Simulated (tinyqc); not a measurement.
Square-lattice Ising model by mean field, Bethe lattice, transfer matrix, exact enumeration and Monte Carlo steps: one step, computed by the program tinyqc.

H = -J sum over nearest pairs s_i s_j, s = +-1, no field, periodic boundaries; energies per site are in J. As a lattice gas or an alloy, s marks which species holds the site.

Task: Free energy and correlation length of the strip. With the eigenvalues l1 > l2: -f/(k_B T) = ln(l1)/w per site; xi = 1/ln(l1/l2) rows.

Inputs (values chosen for the exercise, for a model lattice): temperature T = 2740 K; strip width w = 3.

T, rows +++, ++-, +-+, +--, -++, -+-, --+, ---:
$$\begin{pmatrix}
5.515945 & 1.766878 & 1.766878 & 1.000000 & 1.766878 & 1.000000 & 1.000000 & 1.000000 \\
1.766878 & 1.766878 & 0.565970 & 1.000000 & 0.565970 & 1.000000 & 0.320322 & 1.000000 \\
1.766878 & 0.565970 & 1.766878 & 1.000000 & 0.565970 & 0.320322 & 1.000000 & 1.000000 \\
1.000000 & 1.000000 & 1.000000 & 1.766878 & 0.320322 & 0.565970 & 0.565970 & 1.766878 \\
1.766878 & 0.565970 & 0.565970 & 0.320322 & 1.766878 & 1.000000 & 1.000000 & 1.000000 \\
1.000000 & 1.000000 & 0.320322 & 0.565970 & 1.000000 & 1.766878 & 0.565970 & 1.766878 \\
1.000000 & 0.320322 & 1.000000 & 0.565970 & 1.000000 & 0.565970 & 1.766878 & 1.766878 \\
1.000000 & 1.000000 & 1.000000 & 1.766878 & 1.000000 & 1.766878 & 1.766878 & 5.515945
\end{pmatrix}$$

Give: three largest eigenvalues; -f/(k_B T); correlation length xi.

Result:

three largest eigenvalues: [10.70, 4.92, 1.88]

-f/(k_B T) = 0.7902

correlation length xi = 1.287
